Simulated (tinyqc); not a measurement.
Special k points of the fcc lattice: sweeps and comparisons. A value that a table varies takes the place of the one given here.

Lattice vectors in units of a: a1 = (0, 1/2, 1/2), a2 = (1/2, 0, 1/2), a3 = (1/2, 1/2, 0); reciprocal vectors b_i with a_i . b_j = 2 pi delta_ij. Mesh: k = sum_i f_i b_i with f_i = (2 j_i + shift)/(2 N), j_i = 0 .. N-1. The point group of the lattice has 48 operations; only those that map the mesh onto itself are used.

A_m(k) = sum over the m-th star of lattice vectors R of cos(k . R), stars in order of length: m = 1: |R|^2 = 0.5, 12 vectors, such as (1, 0, 0) in the basis a_i; m = 2: |R|^2 = 1, 6 vectors, such as (1, 1, -1) in the basis a_i; m = 3: |R|^2 = 1.5, 24 vectors, such as (2, 0, -1) in the basis a_i; m = 4: |R|^2 = 2, 12 vectors, such as (2, 0, 0) in the basis a_i; m = 5: |R|^2 = 2.5, 24 vectors, such as (2, 1, -1) in the basis a_i; m = 6: |R|^2 = 3, 8 vectors, such as (3, -1, -1) in the basis a_i. The zone mean of every A_m is zero.

Test function, the lower band of a two-band insulator: E(k) = -sqrt(D^2 + (e0 - t A_1(k))^2).

Inputs chosen for the exercise:
- D = 1.89 eV (half gap term)
- t = 0.2 eV (coupling)
- e0 = 0.68 eV (offset)
- N = 4 (points along each reciprocal vector)
- shift = 0 (half steps)

## Mesh size and shift

Errors of the mean of E against the unshifted mesh with N = 24. The fifth column is |R|^2 of the shortest star with a non-zero mean.

Meshes:
```
mesh       points  irreducible  operations  |R|^2 missed  error (meV)
1 Gamma         1            1          48          0.50     -436.908
1 shifted       1            1          12          1.00      109.970
2 Gamma         8            3          48          2.00     -105.357
2 shifted       8            2          12          4.00       -4.088
3 Gamma        27            4          48          4.50        2.559
3 shifted      27            6          12          9.00        0.203
4 Gamma        64            8          48          8.00        0.046
4 shifted      64           10          12         16.00       -0.013
5 Gamma       125           10          48         12.50       -0.036
5 shifted     125           19          12           >16        0.001
6 Gamma       216           16          48           >16        0.006
6 shifted     216           28          12           >16        0.000
```

reference mean = -2.11858 eV

The shifted mesh has the smaller error for 6 of 6 values of N and the larger for 0. The cheapest mesh within 1 meV is 3 shifted, with 6 irreducible points. A mesh misses the lattice vectors N (n1 a1 + n2 a2 + ...); the half shift gives each the sign (-1)^(n1 + n2 + ...), so the 12 shortest ones add up to 0 in place of 12: they cancel. The shift lowers the symmetry; it leaves more irreducible points for N = 3, 4, 5 and 6; it leaves fewer irreducible points for N = 2.

## Gap and mesh density

D takes the values listed; errors against the unshifted mesh with N = 30, for unshifted meshes.

Errors (meV):
```
D (eV)  reference (eV)     N = 2   N = 4  N = 6  N = 8
0.2            -0.9104  -220.517  -7.290  5.499  1.317
0.4            -0.9890  -201.098  -4.443  2.064  0.315
0.8            -1.2266  -166.386  -1.229  0.322  0.016
1.5            -1.7763  -122.617  -0.040  0.022  0.000
2.5            -2.6788   -85.395   0.057  0.001  0.000
4.0            -4.1153   -57.078   0.026  0.000  0.000
```

The first listed N from which the error stays below 0.5 meV is none for D = 0.2, 8 for D = 0.4, 6 for D = 0.8, 4 for D = 1.5, 4 for D = 2.5, 4 for D = 4 eV. A larger D makes the function smoother, so its Fourier coefficients fall faster with |R|; single entries change sign along a column, so a small error on one coarse mesh can be a cancellation.

## One point for the whole zone

The mean-value (Baldereschi) point is taken at k = (2 pi/a) (0.6223, 0.2953, 0), that is f = (0.1477, 0.3111, 0.4588); the reference is the mesh with N = 24.

Single points:
```
point                     A_1     A_2     A_3     A_4   E (eV)
Gamma                  12.000   6.000  24.000  12.000  -2.5555
mean-value point        0.000   0.000  -4.405  -3.192  -2.0086
zone-face centre b1/2   0.000  -6.000   0.000  12.000  -2.0086
```

reference mean = -2.1186 eV

The mean-value point makes A_1 and A_2 vanish. Its error is +110 meV, against -437 meV at Gamma and +110 meV at b1/2. E is not linear in A_1; its powers hold sums of nearest vectors and a non-zero mean, so this point is not exact. A_1 has the same value at b1/2, and E depends on A_1 alone, so this test cannot tell the two points apart.

## What moves the zone average

Mean of E over the mesh, and its error against the unshifted mesh with N = 24. Each row changes one parameter from the base and keeps the others.

Results:
```
case          mean (eV)  error (meV)  irreducible points
base            -2.1185         0.05                   8
N = 5           -2.1186        -0.04                  10
shift = 1       -2.1186        -0.01                  10
D = 1.323 eV    -1.6276        -0.14                   8
t = 0.26 eV     -2.1903        -0.43                   8
```

The largest shifts from the base row, up to three for each result and ties (the steps differ in size, so this ranks the rows, not the parameters). mean (eV): D +0.4909, t -0.0717, N -0.0001, shift -0.0001. error (meV): t -0.48, D -0.19, N -0.08. irreducible points: N +2, shift +2; unchanged at the printed digits by D and t.

Computed by tinyqc, a small Python program: `OMP_NUM_THREADS=1 python tinyqc.py 1650122 1650123 out.jsonl` (the numbers bound the seed that draws the inputs); one thread of a shared host (Intel(R) Xeon(R) Processor @ 2.30GHz), about 0.1 s for the whole set of steps.
